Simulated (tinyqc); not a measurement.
Spherical quantum dot: sweeps and comparisons. A value that a table varies takes the place of the one given here.

A sphere of radius R, isotropic masses, c = hbar^2/2m0, k = sqrt(mw E/c), kappa = sqrt(mb (V0 - E)/c). State n l is the spherical Bessel function j_l(k r) inside and k_l(kappa r) outside; psi and psi'/m are continuous: (k/mw) j_l'(kR)/j_l(kR) = (kappa/mb) k_l'(kappa R)/k_l(kappa R). For l = 0 this reads kR cot(kR) = 1 - (mw/mb)(1 + kappa R).

With hard walls E = c (x/R)^2/mw, x a zero of j_l: 1s 3.141593; 2s 6.283185; 1p 4.493409; 2p 7.725252; 1d 5.763459; 2d 9.095011; 1f 6.987932; 2f 10.417119.

Constants: hbar^2/2m0 = 3.80998211 eV angstrom^2.

Values chosen for the exercise (near those of an InGaAs dot in InAlAs; the results hold for these values, not for the real material): V0 = 0.531 eV (barrier height); mw = 0.0404 m0 (mass inside); mb = 0.0787 m0 (mass outside); Rs = (36, 52, 73, 104, 146, 208, 291) angstrom (radii); R = 104 angstrom (radius).

## Radius

The two lowest states against R; a dash marks an unbound state.

Levels (eV):
```
R (angstrom)      1s      1p  1s, hard walls  flat well of width 2R
36            0.2829       -          0.7182                 0.0791
52            0.1760  0.3595          0.3442                 0.0470
73            0.1070  0.2196          0.1747                 0.0278
104           0.0606  0.1243          0.0861                 0.0155
146           0.0339  0.0695          0.0437                 0.0086
208           0.0180  0.0369          0.0215                 0.0045
291           0.0097  0.0198          0.0110                 0.0024
```

What can be read from the table?

The lowest state is bound at every radius listed. 1p becomes bound between 36 and 52 angstrom. At the largest radius the level is 0.88 of the hard-wall value and 3.99 times that of the flat well (the hard-wall ratio is 4.00); the exponent d ln E/d ln R between the last two radii is -1.85.

## Shape and dimension

Lowest level with hard walls: film c (pi/2R)^2/mw, cylinder c (2.404826/R)^2/mw, sphere c (pi/R)^2/mw, square or cube of side a: 2 or 3 times c (pi/a)^2/mw; c = hbar^2/2m0. Finite barriers V0 with outer mass mb and psi, psi'/m continuous for film, cylinder and sphere (not separable for the square and the cube: dash).

Lowest level (eV):
```
shape                      hard walls  finite barrier
film, width 2R                 0.0215          0.0155
cylinder, radius R             0.0504          0.0359
square wire of equal area      0.0548               -
sphere, radius R               0.0861          0.0606
cube of equal volume           0.0994               -
```

How do the results move?

With hard walls the levels of film, cylinder and sphere stand as 1 : 2.34 : 4.00; with the finite barrier as 1 : 2.32 : 3.91. The square lies 8.6 % above the circle of equal area and the cube 15.5 % above the sphere of equal volume: round shapes give the lowest level for a given size.

## What each parameter does

The lowest level 1s and its distance to V0. Each row changes one parameter from the base and keeps the others.

Results:
```
case             E (eV)  V0 - E (eV)     k R
base             0.0606       0.4704  2.6371
R = 94 angstrom  0.0716       0.4594  2.5904
V0 = 0.637 eV    0.0624       0.5746  2.6762
mw = 0.0444 m0   0.0569       0.4741  2.6789
mb = 0.0984 m0   0.0582       0.4728  2.5827
```

What does this show?

The largest shifts from the base row, up to three for each result and ties (the steps differ in size, so this ranks the rows, not the parameters). E (eV): R +0.0110, mw -0.0037, mb -0.0025. V0 - E (eV): V0 +0.1042, R -0.0110, mw +0.0037. k R: mb -0.0544, R -0.0467, mw +0.0418.

Computed by tinyqc, a small Python program: `OMP_NUM_THREADS=1 python tinyqc.py 1252794 1252795 out.jsonl` (the numbers bound the seed that draws the inputs); one thread of a shared host (Intel(R) Xeon(R) Processor @ 2.30GHz), about 0.04 s for the whole set of steps.
